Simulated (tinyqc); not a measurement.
Crystal pulling from the melt: segregation, interface stability, heat balance and point-defect regime: one step, computed by the program tinyqc. Command: `OMP_NUM_THREADS=1 python tinyqc.py 3009805 3009806 out.jsonl pull walk`. One thread of a shared host (Intel(R) Xeon(R) Processor @ 2.30GHz), about 0.01 s of CPU time with the checks.

A dilute solute; steady pulling with a flat interface unless it is found unstable.

Question. Concentration at the frozen fraction g. Axial profile: C_s = k_eff C0 (1 - g)^(k_eff - 1); bulk melt C_L = C_s/k_eff. Usable fraction: the g at which C_s has changed by 30 % from its first value (0.99 at most).

Inputs (values chosen for the exercise, modelled on boron in silicon): initial melt concentration C0 = 2e+20 1/cm^3; frozen fraction g = 0.72.

Loss from the melt surface: none.

k_eff = 0.8588864

Give: C_s; C_L; usable fraction.

Answer.

C_s = 2.056e+20 1/cm^3

C_L = 2.394e+20 1/cm^3

usable fraction = 0.8442

C_s rises along the crystal.
